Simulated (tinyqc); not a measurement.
From results back to parameters: zigzag graphene nanoribbon in tight binding. Three cases, with inputs chosen for the exercise.

Problem. The edge state of a wide zigzag ribbon has weight 1 - x^2 on the edge site, x = 2 cos(k/2), and its amplitude falls by x from chain to chain, 1.5 acc apart. The weight below belongs to a hidden k between 2 pi/3 and pi.

Case 1.

Values chosen (out of a larger set: near those used for graphene; not measured data): acc = 1.42 angstrom (bond length).

edge weight = 0.874881

Case 2.

Values chosen (out of a larger set: near those used for graphene; not measured data): acc = 1.42 angstrom (bond length).

edge weight = 0.934521

Case 3.

Values chosen (out of a larger set: near those used for graphene; not measured data): acc = 1.42 angstrom (bond length).

edge weight = 0.947062

Find: k; decay length.

Solution. x = sqrt(1 - weight), k = 2 arccos(x/2), decay length = -1.5 acc/ln x.

Case 1.

k = 2.786
decay length = 2.050 angstrom

Case 2.

k = 2.885
decay length = 1.563 angstrom

Case 3.

k = 2.911
decay length = 1.450 angstrom

Computed by tinyqc, one run a case: `OMP_NUM_THREADS=1 python tinyqc.py N N+1 out.jsonl` with N = 1481881, 1482137, 1482290; one thread of a shared Intel(R) Xeon(R) Processor @ 2.30GHz, about 0.01 s a run at most.
